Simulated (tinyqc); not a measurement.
Worked calculation (part 1 of 3): UHF in the sto-3g basis, for BeH, spin multiplicity 2. Computed by tinyqc, a small Python program that keeps every step (integrals from PySCF). Settings: charge = 0, multiplicity = 2, basis = sto-3g, energy threshold = 1e-10, iteration cap = 62, orthogonalisation = symmetric, start = atomic densities, DIIS depth = 8, DIIS from iteration = 2, shift = 0.2, method = UHF. Command: `OMP_NUM_THREADS=1 python tinyqc.py 21360 21361 out.jsonl` (the two numbers bound the seeds that draw the settings). One thread of a shared host (Intel(R) Xeon(R) Processor @ 2.60GHz), about 0.1 s of CPU time with the checks. Later iterations appear only in the table of the cycle.

## One-electron integrals

Geometry (angstrom):

| atom | x | y | z |
|---|---|---|---|
| Be | 0.000000 | 0.000000 | 0.000000 |
| H | 0.000000 | 0.000000 | 1.157000 |

Basis sto-3g: exponents (1/bohr^2) and contraction coefficients of normalised primitives:

| element | l (shell) | exponent | coefficient |
|---|---|---|---|
| Be | s (1) | 30.167871 | 0.154329 |
| Be | s (1) | 5.495115 | 0.535328 |
| Be | s (1) | 1.487193 | 0.444635 |
| Be | s (2) | 1.314833 | -0.099967 |
| Be | s (2) | 0.305539 | 0.399513 |
| Be | s (2) | 0.099371 | 0.700115 |
| Be | p (3) | 1.314833 | 0.155916 |
| Be | p (3) | 0.305539 | 0.607684 |
| Be | p (3) | 0.099371 | 0.391957 |
| H | s (1) | 3.425251 | 0.154329 |
| H | s (1) | 0.623914 | 0.535328 |
| H | s (1) | 0.168855 | 0.444635 |

Overlap, kinetic and nuclear-attraction integrals over the contracted functions; the nuclear repulsion is the sum of Za Zb / Rab.

nuclear repulsion = 1.82948042 hartree

overlap S:
```
           1Be 1s    1Be 2s   1Be 2px   1Be 2py   1Be 2pz     2H 1s
1Be 1s   1.000000  0.259517  0.000000  0.000000  0.000000  0.104168
1Be 2s   0.259517  1.000000  0.000000  0.000000  0.000000  0.535270
1Be 2px  0.000000  0.000000  1.000000  0.000000  0.000000  0.000000
1Be 2py  0.000000  0.000000  0.000000  1.000000  0.000000  0.000000
1Be 2pz  0.000000  0.000000  0.000000  0.000000  1.000000  0.569414
2H 1s    0.104168  0.535270  0.000000  0.000000  0.569414  1.000000
```

kinetic energy T (hartree):
```
            1Be 1s     1Be 2s   1Be 2px   1Be 2py   1Be 2pz      2H 1s
1Be 1s    6.693975  -0.033012  0.000000  0.000000  0.000000  -0.013892
1Be 2s   -0.033012   0.211111  0.000000  0.000000  0.000000   0.100394
1Be 2px   0.000000   0.000000  0.660592  0.000000  0.000000   0.000000
1Be 2py   0.000000   0.000000  0.000000  0.660592  0.000000   0.000000
1Be 2pz   0.000000   0.000000  0.000000  0.000000  0.660592   0.258278
2H 1s    -0.013892   0.100394  0.000000  0.000000  0.258278   0.760032
```

nuclear attraction V (hartree):
```
             1Be 1s     1Be 2s    1Be 2px    1Be 2py    1Be 2pz      2H 1s
1Be 1s   -15.018462  -2.017935   0.000000   0.000000  -0.024132  -0.824125
1Be 2s    -2.017935  -2.721791   0.000000   0.000000  -0.170512  -1.562449
1Be 2px    0.000000   0.000000  -2.657568   0.000000   0.000000   0.000000
1Be 2py    0.000000   0.000000   0.000000  -2.657568   0.000000   0.000000
1Be 2pz   -0.024132  -0.170512   0.000000   0.000000  -2.794326  -1.660381
2H 1s     -0.824125  -1.562449   0.000000   0.000000  -1.660381  -3.025825
```

core Hamiltonian H = T + V (hartree):
```
            1Be 1s     1Be 2s    1Be 2px    1Be 2py    1Be 2pz      2H 1s
1Be 1s   -8.324487  -2.050947   0.000000   0.000000  -0.024132  -0.838017
1Be 2s   -2.050947  -2.510680   0.000000   0.000000  -0.170512  -1.462055
1Be 2px   0.000000   0.000000  -1.996976   0.000000   0.000000   0.000000
1Be 2py   0.000000   0.000000   0.000000  -1.996976   0.000000   0.000000
1Be 2pz  -0.024132  -0.170512   0.000000   0.000000  -2.133734  -1.402103
2H 1s    -0.838017  -1.462055   0.000000   0.000000  -1.402103  -2.265793
```

## Two-electron integrals

Functions are numbered as in S; the eight-fold symmetry (ij|kl) = (ji|kl) = (kl|ij) leaves the list below.

Two-electron integrals (ij|kl) in chemists' order, unique and non-zero (hartree):
```
(11|11) 2.298831   (21|11) 0.392036   (21|21) 0.079539   (22|11) 0.570988
(22|21) 0.143041   (22|22) 0.417683   (31|31) 0.014607   (32|31) 0.021888
(32|32) 0.092265   (33|11) 0.569578   (33|21) 0.143083   (33|22) 0.417589
(33|33) 0.449859   (41|41) 0.014607   (42|41) 0.021888   (42|42) 0.092265
(43|43) 0.024249   (44|11) 0.569578   (44|21) 0.143083   (44|22) 0.417589
(44|33) 0.401360   (44|44) 0.449859   (51|51) 0.014607   (52|51) 0.021888
(52|52) 0.092265   (53|53) 0.024249   (54|54) 0.024249   (55|11) 0.569578
(55|21) 0.143083   (55|22) 0.417589   (55|33) 0.401360   (55|44) 0.401360
(55|55) 0.449859   (61|11) 0.157274   (61|21) 0.031797   (61|22) 0.057286
(61|33) 0.056864   (61|44) 0.056864   (61|51) 0.002911   (61|52) 0.005294
(61|55) 0.058159   (61|61) 0.013366   (62|11) 0.284601   (62|21) 0.071824
(62|22) 0.217962   (62|33) 0.210869   (62|44) 0.210869   (62|51) 0.009431
(62|52) 0.050589   (62|55) 0.231956   (62|61) 0.031472   (62|62) 0.152177
(63|31) 0.007683   (63|32) 0.032893   (63|53) 0.009525   (63|63) 0.016888
(64|41) 0.007683   (64|42) 0.032893   (64|54) 0.009525   (64|64) 0.016888
(65|11) 0.274500   (65|21) 0.070294   (65|22) 0.223942   (65|33) 0.210950
(65|44) 0.210950   (65|51) 0.015759   (65|52) 0.080254   (65|55) 0.249681
(65|61) 0.032716   (65|62) 0.180095   (65|65) 0.224848   (66|11) 0.448454
(66|21) 0.115317   (66|22) 0.382426   (66|33) 0.355593   (66|44) 0.355593
(66|51) 0.020599   (66|52) 0.130708   (66|55) 0.435671   (66|61) 0.052690
(66|62) 0.319982   (66|65) 0.406861   (66|66) 0.774606
```

## Orthogonalisation

S = U s U^T; symmetric (Loewdin) form X = U s^(-1/2) U^T, so that X^T S X = 1.

eigenvalues of S: 0.214707  0.792354  1.000000  1.000000  1.160962  1.831977

X:
```
            1Be 1s     1Be 2s   1Be 2px   1Be 2py    1Be 2pz      2H 1s
1Be 1s    1.027215  -0.143070  0.000000  0.000000  -0.007870   0.009429
1Be 2s   -0.143070   1.239446  0.000000  0.000000   0.224237  -0.480283
1Be 2px   0.000000   0.000000  1.000000  0.000000   0.000000   0.000000
1Be 2py   0.000000   0.000000  0.000000  1.000000   0.000000   0.000000
1Be 2pz  -0.007870   0.224237  0.000000  0.000000   1.236221  -0.507104
2H 1s     0.009429  -0.480283  0.000000  0.000000  -0.507104   1.445573
```

## Starting guess

The start is atomic minimal-basis densities projected into this basis (PySCF's MINAO start) and scaled to the electron count of each spin; this density is not idempotent, so its energy is not variational and may lie below the converged one.

D(alpha) at the start:
```
            1Be 1s     1Be 2s   1Be 2px   1Be 2py    1Be 2pz      2H 1s
1Be 1s    1.295319  -0.323500  0.000000  0.000000   0.003738  -0.010701
1Be 2s   -0.323500   1.263238  0.000000  0.000000  -0.005217   0.073782
1Be 2px   0.000000   0.000000  0.000000  0.000000   0.000000   0.000000
1Be 2py   0.000000   0.000000  0.000000  0.000000   0.000000   0.000000
1Be 2pz   0.003738  -0.005217  0.000000  0.000000   0.001436   0.026178
2H 1s    -0.010701   0.073782  0.000000  0.000000   0.026178   0.501347
```

D(beta) at the start:
```
            1Be 1s     1Be 2s   1Be 2px   1Be 2py    1Be 2pz      2H 1s
1Be 1s    0.863546  -0.215667  0.000000  0.000000   0.002492  -0.007134
1Be 2s   -0.215667   0.842159  0.000000  0.000000  -0.003478   0.049188
1Be 2px   0.000000   0.000000  0.000000  0.000000   0.000000   0.000000
1Be 2py   0.000000   0.000000  0.000000  0.000000   0.000000   0.000000
1Be 2pz   0.002492  -0.003478  0.000000  0.000000   0.000957   0.017452
2H 1s    -0.007134   0.049188  0.000000  0.000000   0.017452   0.334231
```

## Iteration 1: building the Fock matrix

J_ij = sum D_kl (ij|kl) with D = D(alpha) + D(beta), K_ij = sum D_kl (ik|jl) for each spin; F = H + J - K(s); E = tr D H + tr D J / 2 - 0.5 sum_s tr D(s) K(s) + E_nn.

Coulomb J (hartree):
```
           1Be 1s    1Be 2s   1Be 2px   1Be 2py   1Be 2pz     2H 1s
1Be 1s   6.206692  1.181104  0.000000  0.000000  0.020604  0.480082
1Be 2s   1.181104  2.349477  0.000000  0.000000  0.127141  1.315042
1Be 2px  0.000000  0.000000  2.320868  0.000000  0.000000  0.000000
1Be 2py  0.000000  0.000000  0.000000  2.320868  0.000000  0.000000
1Be 2pz  0.020604  0.127141  0.000000  0.000000  2.396415  1.390400
2H 1s    0.480082  1.315042  0.000000  0.000000  1.390400  2.407548
```

exchange K(alpha) (hartree):
```
           1Be 1s    1Be 2s   1Be 2px   1Be 2py   1Be 2pz     2H 1s
1Be 1s   2.832747  0.500397  0.000000  0.000000  0.022268  0.226439
1Be 2s   0.500397  0.647814  0.000000  0.000000  0.115822  0.480155
1Be 2px  0.000000  0.000000  0.135001  0.000000  0.000000  0.000000
1Be 2py  0.000000  0.000000  0.000000  0.135001  0.000000  0.000000
1Be 2pz  0.022268  0.115822  0.000000  0.000000  0.259261  0.305548
2H 1s    0.226439  0.480155  0.000000  0.000000  0.305548  0.643612
```

exchange K(beta) (hartree):
```
           1Be 1s    1Be 2s   1Be 2px   1Be 2py   1Be 2pz     2H 1s
1Be 1s   1.888498  0.333598  0.000000  0.000000  0.014846  0.150959
1Be 2s   0.333598  0.431876  0.000000  0.000000  0.077215  0.320103
1Be 2px  0.000000  0.000000  0.090001  0.000000  0.000000  0.000000
1Be 2py  0.000000  0.000000  0.000000  0.090001  0.000000  0.000000
1Be 2pz  0.014846  0.077215  0.000000  0.000000  0.172841  0.203699
2H 1s    0.150959  0.320103  0.000000  0.000000  0.203699  0.429075
```

F(alpha) (hartree):
```
            1Be 1s     1Be 2s   1Be 2px   1Be 2py    1Be 2pz      2H 1s
1Be 1s   -4.950542  -1.370239  0.000000  0.000000  -0.025796  -0.584374
1Be 2s   -1.370239  -0.809017  0.000000  0.000000  -0.159193  -0.627167
1Be 2px   0.000000   0.000000  0.188891  0.000000   0.000000   0.000000
1Be 2py   0.000000   0.000000  0.000000  0.188891   0.000000   0.000000
1Be 2pz  -0.025796  -0.159193  0.000000  0.000000   0.003420  -0.317251
2H 1s    -0.584374  -0.627167  0.000000  0.000000  -0.317251  -0.501857
```

F(beta) (hartree):
```
            1Be 1s     1Be 2s   1Be 2px   1Be 2py    1Be 2pz      2H 1s
1Be 1s   -4.006293  -1.203440  0.000000  0.000000  -0.018374  -0.508894
1Be 2s   -1.203440  -0.593079  0.000000  0.000000  -0.120586  -0.467116
1Be 2px   0.000000   0.000000  0.233891  0.000000   0.000000   0.000000
1Be 2py   0.000000   0.000000  0.000000  0.233891   0.000000   0.000000
1Be 2pz  -0.018374  -0.120586  0.000000  0.000000   0.089840  -0.215402
2H 1s    -0.508894  -0.467116  0.000000  0.000000  -0.215402  -0.287320
```

total energy of this density = -15.10535991 hartree

This density is the starting one; it is not idempotent, so its energy is not variational and may lie below the converged one.

## Iteration 1: diagonalisation and new density

A level shift of 0.2 hartree raises the virtual space: F + shift (S - S D(s) S), with D(s) the density of one spin. Diagonalise F' = X^T F X, C = X C', fill 3 alpha and 2 beta electrons from the bottom; D(s) = C_occ C_occ^T. Each column has its largest component positive (the first on a tie).

F' = X^T F X (alpha) (hartree):
```
           1          2         3         4          5          6
1  -4.889292  -0.665298  0.000000  0.000000  -0.003198  -0.164147
2  -0.665298  -0.357019  0.000000  0.000000   0.097141  -0.591072
3   0.000000   0.000000  0.388891  0.000000   0.000000   0.000000
4   0.000000   0.000000  0.000000  0.388891   0.000000   0.000000
5  -0.003198   0.097141  0.000000  0.000000   0.474354  -0.468275
6  -0.164147  -0.591072  0.000000  0.000000  -0.468275   0.107268
```

orbital energies (alpha) (hartree): MO1 -4.997029, MO2 -0.700460, MO3 0.086167, MO4 0.388891, MO5 0.388891, MO6 0.946633

coefficients C (alpha):
```
              MO1        MO2        MO3        MO4       MO5        MO6
1Be 1s   0.993967  -0.248951  -0.136924   0.000000  0.000000   0.084226
1Be 2s   0.018826   0.685687   0.755270   0.000000  0.000000  -0.892578
1Be 2px  0.000000   0.000000   0.000000  -0.008023  0.999968   0.000000
1Be 2py  0.000000   0.000000   0.000000   0.999968  0.008023   0.000000
1Be 2pz  0.003149   0.082569  -0.500712   0.000000  0.000000  -1.256264
2H 1s    0.008171   0.448710  -0.579013   0.000000  0.000000   1.428612
```

F' = X^T F X (beta) (hartree):
```
           1          2         3         4          5          6
1  -3.855798  -0.650322  0.000000  0.000000  -0.003364  -0.142779
2  -0.650322  -0.115384  0.000000  0.000000   0.104004  -0.492731
3   0.000000   0.000000  0.433891  0.000000   0.000000   0.000000
4   0.000000   0.000000  0.000000  0.433891   0.000000   0.000000
5  -0.003364   0.104004  0.000000  0.000000   0.534236  -0.421239
6  -0.142779  -0.492731  0.000000  0.000000  -0.421239   0.313086
```

orbital energies (beta) (hartree): MO1 -3.977374, MO2 -0.364409, MO3 0.209789, MO4 0.433891, MO5 0.433891, MO6 1.008133

coefficients C (beta):
```
              MO1        MO2        MO3       MO4        MO5        MO6
1Be 1s   0.986231  -0.267028  -0.151267  0.000000   0.000000   0.094613
1Be 2s   0.047914   0.675472   0.730139  0.000000   0.000000  -0.919777
1Be 2px  0.000000   0.000000   0.000000  0.439055   0.898460   0.000000
1Be 2py  0.000000   0.000000   0.000000  0.898460  -0.439055   0.000000
1Be 2pz  0.006257   0.105376  -0.554241  0.000000   0.000000  -1.231834
2H 1s    0.001828   0.448859  -0.504100  0.000000   0.000000   1.456709
```

D(alpha) after iteration 1:
```
            1Be 1s     1Be 2s   1Be 2px   1Be 2py    1Be 2pz      2H 1s
1Be 1s    1.068696  -0.255405  0.000000  0.000000   0.051134  -0.024305
1Be 2s   -0.255405   1.040954  0.000000  0.000000  -0.321497  -0.129483
1Be 2px   0.000000   0.000000  0.000000  0.000000   0.000000   0.000000
1Be 2py   0.000000   0.000000  0.000000  0.000000   0.000000   0.000000
1Be 2pz   0.051134  -0.321497  0.000000  0.000000   0.257541   0.326994
2H 1s    -0.024305  -0.129483  0.000000  0.000000   0.326994   0.536663
```

D(beta) after iteration 1:
```
            1Be 1s     1Be 2s   1Be 2px   1Be 2py    1Be 2pz      2H 1s
1Be 1s    1.043956  -0.133115  0.000000  0.000000  -0.021967  -0.118055
1Be 2s   -0.133115   0.458558  0.000000  0.000000   0.071478   0.303279
1Be 2px   0.000000   0.000000  0.000000  0.000000   0.000000   0.000000
1Be 2py   0.000000   0.000000  0.000000  0.000000   0.000000   0.000000
1Be 2pz  -0.021967   0.071478  0.000000  0.000000   0.011143   0.047310
2H 1s    -0.118055   0.303279  0.000000  0.000000   0.047310   0.201478
```

Within a degenerate level the vectors are fixed only up to a rotation; this is one choice.

## Iteration 2: building the Fock matrix

As before.

Coulomb J (hartree):
```
           1Be 1s    1Be 2s   1Be 2px   1Be 2py   1Be 2pz     2H 1s
1Be 1s   6.151903  1.173022  0.000000  0.000000  0.019359  0.477125
1Be 2s   1.173022  2.343052  0.000000  0.000000  0.127778  1.324814
1Be 2px  0.000000  0.000000  2.303662  0.000000  0.000000  0.000000
1Be 2py  0.000000  0.000000  0.000000  2.303662  0.000000  0.000000
1Be 2pz  0.019359  0.127778  0.000000  0.000000  2.411757  1.410907
2H 1s    0.477125  1.324814  0.000000  0.000000  1.410907  2.456744
```

exchange K(alpha) (hartree):
```
           1Be 1s    1Be 2s   1Be 2px   1Be 2py   1Be 2pz     2H 1s
1Be 1s   2.336250  0.404654  0.000000  0.000000  0.002033  0.170125
1Be 2s   0.404654  0.525303  0.000000  0.000000  0.005776  0.364732
1Be 2px  0.000000  0.000000  0.113119  0.000000  0.000000  0.000000
1Be 2py  0.000000  0.000000  0.000000  0.113119  0.000000  0.000000
1Be 2pz  0.002033  0.005776  0.000000  0.000000  0.478737  0.412512
2H 1s    0.170125  0.364732  0.000000  0.000000  0.412512  0.698430
```

exchange K(beta) (hartree):
```
            1Be 1s    1Be 2s   1Be 2px   1Be 2py    1Be 2pz     2H 1s
1Be 1s    2.317264  0.397352  0.000000  0.000000  -0.000778  0.157921
1Be 2s    0.397352  0.388208  0.000000  0.000000   0.157723  0.358791
1Be 2px   0.000000  0.000000  0.074442  0.000000   0.000000  0.000000
1Be 2py   0.000000  0.000000  0.000000  0.074442   0.000000  0.000000
1Be 2pz  -0.000778  0.157723  0.000000  0.000000   0.170628  0.248940
2H 1s     0.157921  0.358791  0.000000  0.000000   0.248940  0.478381
```

F(alpha) (hartree):
```
            1Be 1s     1Be 2s   1Be 2px   1Be 2py    1Be 2pz      2H 1s
1Be 1s   -4.508834  -1.282578  0.000000  0.000000  -0.006806  -0.531018
1Be 2s   -1.282578  -0.692931  0.000000  0.000000  -0.048510  -0.501973
1Be 2px   0.000000   0.000000  0.193566  0.000000   0.000000   0.000000
1Be 2py   0.000000   0.000000  0.000000  0.193566   0.000000   0.000000
1Be 2pz  -0.006806  -0.048510  0.000000  0.000000  -0.200714  -0.403707
2H 1s    -0.531018  -0.501973  0.000000  0.000000  -0.403707  -0.507479
```

F(beta) (hartree):
```
            1Be 1s     1Be 2s   1Be 2px   1Be 2py    1Be 2pz      2H 1s
1Be 1s   -4.489848  -1.275276  0.000000  0.000000  -0.003995  -0.518814
1Be 2s   -1.275276  -0.555837  0.000000  0.000000  -0.200457  -0.496032
1Be 2px   0.000000   0.000000  0.232244  0.000000   0.000000   0.000000
1Be 2py   0.000000   0.000000  0.000000  0.232244   0.000000   0.000000
1Be 2pz  -0.003995  -0.200457  0.000000  0.000000   0.107396  -0.240135
2H 1s    -0.518814  -0.496032  0.000000  0.000000  -0.240135  -0.287430
```

total energy of this density = -14.87770291 hartree

## Iteration 2: diagonalisation and new density

As before.

F' = X^T F X (alpha) (hartree):
```
           1          2         3         4          5          6
1  -4.403615  -0.652190  0.000000  0.000000  -0.004053  -0.137801
2  -0.652190  -0.219734  0.000000  0.000000   0.264246  -0.450100
3   0.000000   0.000000  0.393566  0.000000   0.000000   0.000000
4   0.000000   0.000000  0.000000  0.393566   0.000000   0.000000
5  -0.004053   0.264246  0.000000  0.000000   0.218106  -0.589583
6  -0.137801  -0.450100  0.000000  0.000000  -0.589583   0.069184
```

orbital energies (alpha) (hartree): MO1 -4.512110, MO2 -0.533514, MO3 -0.247593, MO4 0.393566, MO5 0.393566, MO6 0.957157

coefficients C (alpha):
```
              MO1        MO2        MO3       MO4        MO5        MO6
1Be 1s   0.992095  -0.182019  -0.217952  0.000000   0.000000   0.104423
1Be 2s   0.028706   0.366218   0.879966  0.000000   0.000000  -0.963519
1Be 2px  0.000000   0.000000   0.000000  0.212318   0.977201   0.000000
1Be 2py  0.000000   0.000000   0.000000  0.977201  -0.212318   0.000000
1Be 2pz  0.001550   0.243304  -0.531000  0.000000   0.000000  -1.222531
2H 1s    0.000586   0.637160  -0.276515  0.000000   0.000000   1.447468
```

F' = X^T F X (beta) (hartree):
```
           1          2         3         4          5          6
1  -4.381943  -0.677573  0.000000  0.000000   0.025958  -0.119225
2  -0.677573  -0.007641  0.000000  0.000000   0.001880  -0.554545
3   0.000000   0.000000  0.432244  0.000000   0.000000   0.000000
4   0.000000   0.000000  0.000000  0.432244   0.000000   0.000000
5   0.025958   0.001880  0.000000  0.000000   0.556430  -0.452578
6  -0.119225  -0.554545  0.000000  0.000000  -0.452578   0.359561
```

orbital energies (beta) (hartree): MO1 -4.492925, MO2 -0.406986, MO3 0.363970, MO4 0.432244, MO5 0.432244, MO6 1.062349

coefficients C (beta):
```
               MO1        MO2        MO3       MO4        MO5        MO6
1Be 1s    0.992338  -0.230291  -0.170310  0.000000   0.000000   0.094947
1Be 2s    0.029633   0.616192   0.755817  0.000000   0.000000  -0.941179
1Be 2px   0.000000   0.000000   0.000000  0.337929   0.941172   0.000000
1Be 2py   0.000000   0.000000   0.000000  0.941172  -0.337929   0.000000
1Be 2pz   0.003936   0.204124  -0.599733  0.000000   0.000000  -1.197656
2H 1s    -0.003726   0.459633  -0.375362  0.000000   0.000000   1.491785
```

D(alpha) after iteration 2:
```
            1Be 1s     1Be 2s   1Be 2px   1Be 2py    1Be 2pz      2H 1s
1Be 1s    1.064886  -0.229970  0.000000  0.000000   0.072984  -0.055127
1Be 2s   -0.229970   0.909280  0.000000  0.000000  -0.378115  -0.009967
1Be 2px   0.000000   0.000000  0.000000  0.000000   0.000000   0.000000
1Be 2py   0.000000   0.000000  0.000000  0.000000   0.000000   0.000000
1Be 2pz   0.072984  -0.378115  0.000000  0.000000   0.341160   0.301854
2H 1s    -0.055127  -0.009967  0.000000  0.000000   0.301854   0.482433
```

D(beta) after iteration 2:
```
            1Be 1s     1Be 2s   1Be 2px   1Be 2py    1Be 2pz      2H 1s
1Be 1s    1.037769  -0.112497  0.000000  0.000000  -0.043103  -0.109547
1Be 2s   -0.112497   0.380571  0.000000  0.000000   0.125896   0.283112
1Be 2px   0.000000   0.000000  0.000000  0.000000   0.000000   0.000000
1Be 2py   0.000000   0.000000  0.000000  0.000000   0.000000   0.000000
1Be 2pz  -0.043103   0.125896  0.000000  0.000000   0.041682   0.093808
2H 1s    -0.109547   0.283112  0.000000  0.000000   0.093808   0.211277
```

Within a degenerate level the vectors are fixed only up to a rotation; this is one choice.
